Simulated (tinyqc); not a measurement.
Along the matched line: quaternary alloy A(x)B(1-x)C(y)D(1-y) matched to a substrate.

Q(x,y) = x y Q_AC + x (1 - y) Q_AD + (1 - x) y Q_BC + (1 - x)(1 - y) Q_BD for the lattice constant. Gap, rule 1: Q(x,y) - x (1 - x)[y C_ABC + (1 - y) C_ABD] - y (1 - y)[x C_ACD + (1 - x) C_BCD]. Rule 2 (mean of ternaries): {x (1 - x)[y T_ABC(x) + (1 - y) T_ABD(x)] + y (1 - y)[x T_ACD(y) + (1 - x) T_BCD(y)]}/{x (1 - x) + y (1 - y)}, T_ABC(x) = x E_AC + (1 - x) E_BC - C_ABC x (1 - x), T_ACD(y) = y E_AC + (1 - y) E_AD - C_ACD y (1 - y), and alike. Only the Gamma valley is followed.

Matching a(x,y) = a_s gives x = (a_s - y a_BC - (1 - y) a_BD)/(y (a_AC - a_BC) + (1 - y)(a_AD - a_BD)).
Constants: hc = 1239.841984 eV nm.

Inputs chosen for the exercise (AC, AD, BC, BD near GaAs, GaSb, InAs and InSb; substrate near GaSb; not measured data): a = (5.648, 6.103, 6.059, 6.471) angstrom (lattice constants of AC, AD, BC, BD); Eg = (1.5, 0.813, 0.423, 0.234) eV (gaps at Gamma of AC, AD, BC, BD); Cb = (0.417, 0.419, 1.46, 0.649) eV (bowing of ABC, ABD, ACD, BCD); a_s = 6.103 angstrom (substrate).

x follows from y.

Results:
```
y,x,bilinear (eV),rule 1 (eV),rule 2 (eV),wavelength 1 (nm),wavelength 2 (nm)
0.01,0.9877,0.8127,0.7932,0.8034,1563,1543
0.12,0.8537,0.8020,0.6080,0.7087,2039,1749
0.23,0.7231,0.7789,0.4763,0.6318,2603,1962
0.34,0.5957,0.7440,0.3892,0.5693,3185,2178
0.44,0.4826,0.7023,0.3416,0.5224,3630,2373
0.55,0.3610,0.6459,0.3164,0.4787,3919,2590
0.66,0.2424,0.5788,0.3123,0.4399,3970,2819
0.77,0.1265,0.5013,0.3221,0.4016,3850,3087
0.88,0.0134,0.4140,0.3388,0.3514,3660,3528
```

What can be read from this table?

The matched alloys span 0.312 to 0.793 eV by rule 1, with the lowest value inside the range, at y = 0.66. Along the line dx/dy is -1.218 between the first two rows and -1.029 between the last two. In energy the two rules differ most at y = 0.44, by 181 meV (1257 nm there), which measures how far the ternary data leave the interior open. Miscibility gaps are not considered.

(tinyqc, `OMP_NUM_THREADS=1 python tinyqc.py 1080848 1080849 out.jsonl`, Intel(R) Xeon(R) Processor @ 2.30GHz, 1 thread, shared host, about 0.01 s.)
